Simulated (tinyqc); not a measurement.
# Random telegraph noise from one oxide trap in a small MOSFET: two studies

An acceptor-like trap exchanges electrons with the channel. Inversion charge Q = Cox u, u = n Vt W0(exp((Vg - VT)/(n Vt))), W0 the Lambert function, n = nf, Cox = eps0 eox/tox; linear regime Id = (W/L) mu Q Vd. Relative to threshold the surface potential rises by Vt ln(u/u0) and the oxide voltage by the rest of Vg - VT, with u0 = n Vt W0(1).

Inputs (values chosen for the exercise); values of the order met in silicon transistors: temperature T = 350 K; relative permittivity of the gate insulator (close to silicon dioxide) eox = 3.9; insulator thickness tox = 5 nm; depth of the trap from the channel interface xt = 1.5 nm; trap level above the channel Fermi level at threshold E0 = 0.04 eV; capture prefactor s0 = 1e-16 cm^2; capture barrier (lattice relaxation) EB = 0.49 eV; tunnelling decay length lt = 0.13 nm; thermal velocity vth = 1.8e7 cm/s; thickness of the inversion layer zi = 2 nm; threshold voltage VT = 0.43 V; body factor nf = 1.12; gate width W = 270 nm; gate length L = 50 nm; mobility mu = 210 cm^2/(V s); scattering coefficient of the charged trap asc = 0 V s; drain voltage Vd = 0.05 V; gate voltage Vg = 0.5 V.

Constants: q = 1.602176634e-19 C, kB = 1.380649e-23 J/K, Vt = kB T/q, eps0 = 8.8541878128e-14 F/cm where lengths are in cm. Results are converted to the units shown.

Each table varies one quantity; the others keep the values above.

## Time constants and noise against gate voltage

N = Cox u/q; dpsi = Vt ln(u/u0); E = E0 - dpsi - (xt/tox)(Vg - VT - dpsi); capture time tc = 1/[(N/zi) vth s0 exp(-xt/lt - EB/Vt)]; emission time te = tc exp(-E/Vt); occupancy te/(tc + te). A = W L; threshold step dV = q (1 - xt/tox)/(Cox A); gm/Id = 1/(u + n Vt); relative step dI/I = (gm/Id) dV + asc mu/A. fc = (1/tc + 1/te)/(2 pi); rms = (dI/I) sqrt(tc te)/(tc + te).

Time constants and noise against gate voltage:

| Vg (V) | E (eV) | tc (s) | te (s) | occupancy | dI/I (%) | fc (Hz) | rms dI/I (%) |
|---|---|---|---|---|---|---|---|
| 0.25 | 0.1946 | 1.843e5 | 290.5 | 0.001573 | 3.544 | 5.488e-4 | 0.1405 |
| 0.31 | 0.1396 | 3.193e4 | 311.8 | 0.009670 | 3.464 | 5.154e-4 | 0.3390 |
| 0.37 | 0.08661 | 6085 | 344.4 | 0.05357 | 3.107 | 4.883e-4 | 0.6995 |
| 0.43 | 0.04000 | 1569 | 416.6 | 0.2098 | 2.272 | 4.835e-4 | 0.9252 |
| 0.49 | 0.002575 | 625.3 | 574.1 | 0.4787 | 1.470 | 5.318e-4 | 0.7341 |
| 0.55 | -0.02813 | 342.6 | 870.5 | 0.7176 | 0.9898 | 6.474e-4 | 0.4456 |
| 0.61 | -0.05500 | 225.1 | 1394 | 0.8610 | 0.7188 | 8.213e-4 | 0.2487 |
| 0.67 | -0.07964 | 164.3 | 2304 | 0.9334 | 0.5551 | 0.001038 | 0.1384 |
| 0.73 | -0.1029 | 128.2 | 3884 | 0.9681 | 0.4483 | 0.001283 | 0.07884 |

tc falls from 1.84e5 to 128 s as the channel fills and te rises from 290 to 3880 s; they are equal at Vg = 0.495 V, where E = 0. The rms noise goes from 0.140 through a maximum of 0.925 (at Vg = 0.43 V among the rows listed) to 0.0788 %. The slope -Vt d ln(tc/te)/dVg is 0.917 between the first two rows and 0.387 between the last two; it tends to xt/tox = 0.300 only when the surface potential stops moving.

## Effect of the depth of the trap from the channel interface

Same model as above.

Results:

| xt (nm) | E (eV) | tc (s) | te (s) | occupancy | dI/I (%) | fc (Hz) | rms dI/I (%) |
|---|---|---|---|---|---|---|---|
| 0.25 | 0.006758 | 0.03706 | 0.02962 | 0.4442 | 1.858 | 9.667 | 0.9231 |
| 0.75 | 0.002889 | 1.735 | 1.577 | 0.4761 | 1.662 | 0.1927 | 0.8302 |
| 1.25 | -9.802e-4 | 81.22 | 83.90 | 0.5081 | 1.467 | 0.003856 | 0.7332 |
| 1.75 | -0.004850 | 3802 | 4465 | 0.5401 | 1.271 | 7.750e-5 | 0.6335 |
| 2.75 | -0.01259 | 8.332e6 | 1.265e7 | 0.6029 | 0.8800 | 3.168e-8 | 0.4306 |
| 3.25 | -0.01646 | 3.901e8 | 6.731e8 | 0.6331 | 0.6844 | 6.445e-10 | 0.3299 |

Estimate the missing row, xt = 2.25 nm.

Computed row:

| xt (nm) | E (eV) | tc (s) | te (s) | occupancy | dI/I (%) | fc (Hz) | rms dI/I (%) |
|---|---|---|---|---|---|---|---|
| 2.25 | -0.008719 | 1.780e5 | 2.377e5 | 0.5718 | 1.076 | 1.564e-6 | 0.5322 |

With this row back in the table: As xt goes from 0.25 to 3.25, tc rises from 0.0371 to 3.90e8 s, te rises from 0.0296 to 6.73e8 s and dI/I falls from 1.86 to 0.684 %. tc grows a decade every lt ln 10 = 0.299 nm of depth; traps spread evenly in depth therefore give corner frequencies spread evenly on a log scale, whose sum is 1/f noise if the traps contribute equal variances.

Range of the model: VT is taken as given; short-channel effects and the uneven flow of current among few electrons are left out.

Numbers from tinyqc (`OMP_NUM_THREADS=1 python tinyqc.py 2710081 2710082 out.jsonl`; about 0.01 s on one thread of a shared Intel Xeon 2.30GHz).
